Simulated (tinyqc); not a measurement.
Input admittance of a MOSFET at zero drain bias: distributed channel and distributed gate: two steps of the calculation.

Source and drain grounded, strong inversion, w = 2 pi f, Cox = eps0 eox/tox. The channel is an RC line of resistance 1/(mu Cox Vo) per square fed from both ends, so one finger has the intrinsic admittance y = i w Cox L tanh(g)/g per width, g = (1/2) sqrt(i w tau), tau = L^2/(mu Vo). The vertical resistance rv/L is in series with y, the overlaps 2 i w Cov in parallel: y_t = 1/(1/y + rv/L) + 2 i w Cov. The gate strip is a line of Rsh/L per length loaded by y_t, so a finger has Y = y_t Wf tanh(k)/k, k = (Wf/sd) sqrt(y_t Rsh/L); the device has Nf Y.

Values chosen for this exercise; values of the order met in silicon radio-frequency transistors: relative permittivity of the gate insulator (close to silicon nitride) eox = 7.4; insulator thickness tox = 8.5 nm; channel length L = 1.5 um; finger width Wf = 7.5 um; number of fingers Nf = 16; channel mobility mu = 300 cm^2/(V s); gate overdrive Vo = 0.33 V; sheet resistance of the gate Rsh = 33 ohm/square; vertical resistivity of the gate stack rv = 0 ohm um^2; number of ends at which a finger is contacted sd = 1; overlap and fringe capacitance on each side Cov = 0.2 fF/um; frequency f = 1.1 GHz.

Constants: eps0 = 8.8541878128e-14 F/cm where lengths are in cm. Results are converted to the units shown.

Question 1. Low-frequency resistances and capacitance. Low-frequency limits, with c = Cox L and ct = c + 2 Cov: R_strip = Rsh Wf/(3 sd^2 L Nf), R_ch = (c/ct)^2 L/(12 mu Cox Vo Wf Nf), R_vert = (c/ct)^2 rv/(L Wf Nf), C = ct Wf Nf.

Give: parts; sum; C; 1/(2 pi R C).

Answer 1.

parts (ohm): strip 3.4375, channel 12.752, vertical 0
sum = 16.190 ohm
C = 1435.5 fF
1/(2 pi R C) = 6.8481 GHz

The channel term is the largest, 78.8 % of the sum.

Question 2. Admittance of the channel and stack per width. tau, g, c = Cox L, y and y_t as defined.

Wanted: tau; g; c; y; y_t.

Answer 2.

tau = 227.3 ps
g = 0.4431+0.4431i
c = 11.56 fF/um
y = 10.21+78.31i uS/um
y_t = 10.21+81.08i uS/um

w tau = 1.57, and Im y is 0.980 of w c.

tinyqc, about 0.01 s, one thread, Intel Xeon 2.30GHz (shared host): `OMP_NUM_THREADS=1 python tinyqc.py 2262226 2262227 out.jsonl`
